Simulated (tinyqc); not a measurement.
Solubility, supersaturation, precipitation and gettering of an impurity in a silicon-like host: one step, computed by the program tinyqc.

The wafer was saturated at T1 and is then held at T.

Question. Ham's law for sinks of fixed radius. tau0 = 1/(4 pi n r0 D); C_fixed(t) = C_eq + (C0 - C_eq) exp(-t/tau0). If all excess precipitates, the final radius is r_f = [r0^3 + 3 (C0 - C_eq)/(4 pi n C_p)]^(1/3), with tau_f = 1/(4 pi n r_f D).

Inputs (values chosen for the exercise, modelled on chromium in silicon):
```
quantity                                   value    unit
temperature of saturation T1                1400       K
anneal temperature T                        1189       K
sink density n                           4.3e+08  1/cm^3
initial sink radius r0                       5.8      nm
impurity density in the precipitate C_p  2.9e+22  1/cm^3
anneal time t                                130       s
```

D(T) = 3.507362e-07 cm^2/s

C_eq(T) = 4.990698e+12 1/cm^3

C0 = 3.068173e+14 1/cm^3

Give: tau0; C_fixed(t); final radius r_f; tau_f.

Answer.

tau0 = 909.7 s

C_fixed(t) = 2.666e+14 1/cm^3

final radius r_f = 18.14 nm

tau_f = 290.8 s

The sinks grow 3.1 times, so the fixed radius underrates the later rate. Caution: the barrier to homogeneous nucleation is below 35 k_B T for these inputs, so new precipitates would form and outnumber the fixed sinks assumed here.
